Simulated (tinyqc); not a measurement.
From C11 back to radial spring k2L: Born-von Karman spring model of a cubic crystal with one atom per cell. Computed by tinyqc, a small Python program. Command: `OMP_NUM_THREADS=1 python tinyqc.py 3002582 3002583 out.jsonl springs inv`. One thread of a shared host (Intel(R) Xeon(R) Processor @ 2.30GHz), about 0.2 s of CPU time with the checks.

First neighbours lie at a/2 (1,1,0) (12 of them), second at a (1,0,0) (6), with all permutations and signs; the volume per atom is Omega = a^3/4. Two shells of springs match a real metal only roughly, above all at the zone boundary.

Inputs (values chosen for the exercise, modelled on copper): lattice constant a = 3.61 angstrom; radial spring k1L = 1.71 eV/angstrom^2; transverse spring k1T = -0.083 eV/angstrom^2; transverse spring k2T = -0.0089 eV/angstrom^2.

Lattice: fcc.

Constants: 1 eV/angstrom^3 = 160.2176634 GPa.

Method. [ij,kl] = (1/(2 Omega)) sum_R K_ij R_k R_l; C11 = [xx,xx], C44 = [xx,yy], C12 = 2 [xy,xy] - C44; B = (C11 + 2 C12)/3; Zener ratio A = 2 C44/(C11 - C12). K(R) = kL n n^T + kT (1 - n n^T).

Question. A run gave the result below. Find the radial spring k2L, known to lie between 0.013 and 0.042 eV/angstrom^2.

C11 = 148.6429 GPa

Answer.

Each step takes the trial c = (a f_b - b f_a)/(f_b - f_a), f being the result less the target and a, b, c the logarithms of the listed values; c replaces end b, the old b replaces a if the sign of f changed, and otherwise f_a is halved.

Scan of the range:
```
radial spring k2L (eV/angstrom^2)  C11 (GPa)
0.0130                               146.726
0.0158                               147.223
0.0192                               147.826
0.0234                               148.572
0.0284                               149.460
0.0345                               150.542
0.0420                               151.874
```

False position (Illinois rule, in the logarithm of the input) inside the bracket:
```
step      end a      end b      trial  C11 (GPa)
1     0.0234000  0.0284000  0.0237652    148.637
2     0.0284000  0.0237652  0.0237968    148.642
3     0.0284000  0.0237968  0.0238023    148.643
4     0.0237968  0.0238023  0.0237998    148.643
```

C11 rises at every point of a 13-point scan of the range (every second point is shown), so one value fits; it is bracketed by 0.0234 and 0.0284. The scan shows a straight line, so linear interpolation between any two rows gives the answer at once. Answer: radial spring k2L = 0.02380 eV/angstrom^2.
